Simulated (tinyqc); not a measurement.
Which clusters to keep: cluster expansion of a binary alloy: correlations, fit, cross-validation and ground states. Computed by tinyqc, a small Python program. Command: `OMP_NUM_THREADS=1 python tinyqc.py 3022306 3022307 out.jsonl clex walk`. One thread of a shared host (Intel(R) Xeon(R) Processor @ 2.30GHz), about 0.02 s of CPU time with the checks.

s = +1 for A and -1 for B. Energy per site E = J0 + J1 P(point) + sum over clusters of m V P, with P the mean product of spins; V > 0 on a pair favours unlike neighbours. Clusters per site m: pair 1 6, pair 2 3, pair 3 12, triplet 8; the triplet is the triangle of first neighbours. Formation energies are counted from the line between pure A and pure B, which removes J0 and J1.

Inputs (values chosen for the exercise, for a model alloy):
```
quantity                    value      unit
first-pair interaction V1    16.9       meV
second-pair interaction V2   -1.6       meV
third-pair interaction V3     2.2       meV
triplet interaction Vt       0.49       meV
noise amplitude              0.47  meV/site
```

Lattice: fcc.

Method:
- Design matrix of formation energies: m (P - 1) for pairs and m (P(triplet) - P(point)) for the triplet; x = (1 - P(point))/2.
- Exact: X V with V = (V1, V2, V3, Vt). The data to fit add the noise amplitude times the normal numbers, standing for what the clusters leave out.
- For each set, H = X (X^T X)^-1 X^T over the structures between the ends; residual e = E - H E; leave-one-out error e_i/(1 - H_ii); both as root mean squares.

correlations P, counted on periodic cells:
```
                      point    pair 1    pair 2    pair 3   triplet
A                   1.00000   1.00000   1.00000   1.00000   1.00000
A3B L1_2            0.50000   0.00000   1.00000   0.00000  -0.50000
A3B D0_22           0.50000   0.00000   0.66667   0.33333  -0.50000
A3B (001) layers    0.50000   0.33333   0.66667   0.00000   0.50000
A2B (001) layers    0.33333   0.11111   0.55556  -0.33333   0.33333
AB L1_0             0.00000  -0.33333   1.00000  -0.33333   0.00000
AB L1_1             0.00000   0.00000  -1.00000   0.00000   0.00000
A2B2 (001) layers   0.00000   0.33333   0.33333  -0.33333   0.00000
AB2 (001) layers   -0.33333   0.11111   0.55556  -0.33333  -0.33333
AB3 L1_2           -0.50000   0.00000   1.00000   0.00000   0.50000
AB3 D0_22          -0.50000   0.00000   0.66667   0.33333   0.50000
AB3 (001) layers   -0.50000   0.33333   0.66667   0.00000  -0.50000
B                  -1.00000   1.00000   1.00000   1.00000  -1.00000
```

standard normal numbers for the noise (0 for the pure ends): A 0.000, A3B L1_2 -0.255, A3B D0_22 1.319, A3B (001) layers 0.792, A2B (001) layers -0.668, AB L1_0 -0.133, AB L1_1 0.054, A2B2 (001) layers -0.101, AB2 (001) layers -0.185, AB3 L1_2 0.956, AB3 D0_22 -0.390, AB3 (001) layers 0.359, B 0.000

X:
```
                    pair 1   pair 2    pair 3  triplet
A                   0.0000   0.0000    0.0000   0.0000
A3B L1_2           -6.0000   0.0000  -12.0000  -8.0000
A3B D0_22          -6.0000  -1.0000   -8.0000  -8.0000
A3B (001) layers   -4.0000  -1.0000  -12.0000   0.0000
A2B (001) layers   -5.3333  -1.3333  -16.0000   0.0000
AB L1_0            -8.0000   0.0000  -16.0000   0.0000
AB L1_1            -6.0000  -6.0000  -12.0000   0.0000
A2B2 (001) layers  -4.0000  -2.0000  -16.0000   0.0000
AB2 (001) layers   -5.3333  -1.3333  -16.0000   0.0000
AB3 L1_2           -6.0000   0.0000  -12.0000   8.0000
AB3 D0_22          -6.0000  -1.0000   -8.0000   8.0000
AB3 (001) layers   -4.0000  -1.0000  -12.0000   0.0000
B                   0.0000   0.0000    0.0000   0.0000
```

data (meV/site): A 0.000, A3B L1_2 -131.840, A3B D0_22 -120.700, A3B (001) layers -92.028, A2B (001) layers -123.514, AB L1_0 -170.463, AB L1_1 -118.175, A2B2 (001) layers -99.647, AB2 (001) layers -123.287, AB3 L1_2 -123.431, AB3 D0_22 -113.663, AB3 (001) layers -92.231, B 0.000

Fits:
```
clusters     fit error (meV/site)  leave-one-out error (meV/site)  largest H_ii
V1                         8.9058                           9.693       0.18344
V1 V2                      8.8561                          16.026       0.82499
V1 V3                      3.4880                           4.131       0.34839
V1 V2 Vt                   8.5445                          16.656       0.82499
V1 Vt                      8.5960                          10.644       0.35318
V1 V2 V3                   2.3441                           2.976       0.89605
V1 V3 Vt                   2.5969                           3.125       0.51586
V1 V2 V3 Vt                0.2697                           0.460       0.89605
```

leave-one-out error without pair 3 = 16.656 meV/site

leave-one-out error with all four = 0.46025 meV/site

What follows from these numbers?

The fit error can only fall as clusters are added, to 0.27 meV with all four. The leave-one-out error is least for V1 V2 V3 Vt (0.46 meV): dropping V2, V3 or Vt makes prediction worse at this noise.

Extremes, crossings and ranges named in words are read from the listed rows.
